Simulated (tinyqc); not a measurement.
Ellipsometry and reflectance of a transparent film on an absorbing substrate: psi and Delta against the film thickness.

Air (index 1), film, substrate with N2 = n2 - i k2; time factor exp(+i w t). q_j = sqrt(N_j^2 - sin^2 th), root with positive real part. Fresnel coefficients r_s = (q_a - q_b)/(q_a + q_b), r_p = (N_b^2 q_a - N_a^2 q_b)/(N_b^2 q_a + N_a^2 q_b). tan(Psi) exp(i Delta) = R_p/R_s, Delta taken from 0 to 360 degrees.

beta = 2 pi d q1/lam, X = exp(-2 i beta), R = (r01 + r12 X)/(1 + r01 r12 X) for p and s. The last column is the derivative of Delta.

Parameters, values chosen for the exercise; indices close to those of titanium dioxide on silicon:

| symbol | value | unit | meaning |
|---|---|---|---|
| lam | 632.8 | nm | wavelength |
| th | 75 | degrees | angle of incidence |
| n1 | 2.386 |  | index of the transparent film |
| n2 | 3.882 |  | index of the substrate |
| k2 | 0.019 |  | extinction coefficient of the substrate |

Psi and Delta against the film thickness:

| d (nm) | Psi (degrees) | Delta (degrees) | \|R_p\|^2 | \|R_s\|^2 | dDelta/dd (degrees/nm) |
|---|---|---|---|---|---|
| 0 | 1.2155 | 172.94 | 3.4168e-4 | 0.75898 | -29.320 |
| 17 | 10.107 | 76.661 | 0.023488 | 0.73918 | -1.5217 |
| 33 | 18.057 | 55.573 | 0.072201 | 0.67926 | -1.2090 |
| 50 | 25.053 | 34.944 | 0.12294 | 0.56264 | -1.2842 |
| 67 | 30.095 | 9.4122 | 0.14982 | 0.44601 | -1.7417 |
| 83 | 28.929 | 341.50 | 0.14463 | 0.47348 | -1.5915 |
| 100 | 22.946 | 318.26 | 0.10842 | 0.60495 | -1.2158 |
| 117 | 15.519 | 297.70 | 0.054337 | 0.70470 | -1.2596 |
| 133 | 7.0788 | 274.04 | 0.011563 | 0.74981 | -1.9592 |
| 150 | 3.3510 | 104.95 | 0.0025961 | 0.75724 | -4.8469 |

What does the comparison show?

Psi goes from 1.22 through a maximum of 30.1 (at d = 67 nm among the rows listed) to 3.35 degrees. The period is 145.0 nm, after which Psi and Delta return to the values of the bare substrate, so one angle and wavelength fix d only up to a multiple of it. The size of the slope of Delta runs from 1.21 to 29.3 degrees/nm among the rows; Delta is counted modulo 360 degrees, and sharper features can lie between the rows.

Computed by the program tinyqc: `OMP_NUM_THREADS=1 python tinyqc.py 2870175 2870176 out.jsonl`, one thread of a shared Intel Xeon 2.30GHz, about 0.2 s for the whole run.
